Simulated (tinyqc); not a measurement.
From results back to parameters: exchange-split free-electron bands and tunnelling magnetoresistance.

Problem. The electron density n_up + n_dn and the polarisation of the density of states, P = (k_up - k_dn)/(k_up + k_dn), are given; EF and Dx are hidden.

Majority and minority bands E = c k^2/m -/+ Dx/2, c = hbar^2/2m0, so k_up = sqrt(m (EF + Dx/2)/c), k_dn = sqrt(m (EF - Dx/2)/c); n_s = k_s^3/(6 pi^2), D_s = m k_s/(4 pi^2 c).

Constants: hbar^2/2m0 = 3.80998211 eV angstrom^2.

Values chosen for the exercise: m = 0.97 m0 (mass in the electrodes).
n = 0.0155072 1/angstrom^3
P = 0.267949

Find: k_up, k_dn; EF; Dx.

Solution. k_dn/k_up = (1 - P)/(1 + P); n then fixes k_up; EF is the mean and Dx the difference of the two kinetic energies.

k_up, k_dn (1/angstrom): 0.9166  0.5292

EF = 2.20 eV
Dx = 2.20 eV

Run: tinyqc, `OMP_NUM_THREADS=1 python tinyqc.py 1681155 1681156 out.jsonl`; Intel(R) Xeon(R) Processor @ 2.30GHz, one thread, shared host; about 0.01 s of CPU time with all checks.
